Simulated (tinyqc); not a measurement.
Heavy doping: band filling, gap narrowing, band tails and the effective intrinsic density: one step, computed by the program tinyqc.

An n-type crystal above its Mott density, with all dopants ionised: n = N_D - N_A, ionised centres N_I = N_D + N_A. Valleys are taken as spherical with mass m_e.

Task: Screening, narrowing and potential fluctuations. Screening: q^2 = (e/(eps eps_0)) dn/dE_F. Exchange lowers the conduction band by (1/pi) k_F e^2/(4 pi eps_0 eps) (T = 0 Hartree-Fock at k_F, taken as a rigid shift). Screening raises the valence band by (q/2) e^2/(4 pi eps_0 eps) (static Coulomb hole). The narrowing is the sum; electron correlation and carrier-ion shifts are left out. Root-mean-square potential of randomly placed ions: V_rms = (e^2/(4 pi eps_0 eps)) sqrt(2 pi N_I/q).

Inputs (values chosen for the exercise, for a model semiconductor):
```
quantity                      value   unit
valleys M_c                       1      -
dielectric constant eps        8.42      -
donor density N_D           3.9e+19  cm^-3
compensation ratio N_A/N_D        0      -
temperature T                   400      K
```

Conduction band: non-parabolic (Kane).

n = 3.90e+19 cm^-3

dn/dE_F = 2.847977e+20 cm^-3/eV

Constants: e = 1.602176634e-19 C; eps_0 = 8.8541878128e-12 F/m; e^2/(4 pi eps_0) = 14.39964548 eV angstrom; k_B = 8.617333262e-05 eV/K.

Give: screening length 1/q; exchange term; Coulomb-hole term; gap narrowing; V_rms.

Result:

screening length 1/q = 12.78 angstrom

exchange term = 57.11 meV

Coulomb-hole term = 66.90 meV

gap narrowing = 124.0 meV

V_rms = 95.71 meV

Caution: the screening length is well below a*, where static Thomas-Fermi screening overstates the Coulomb hole.
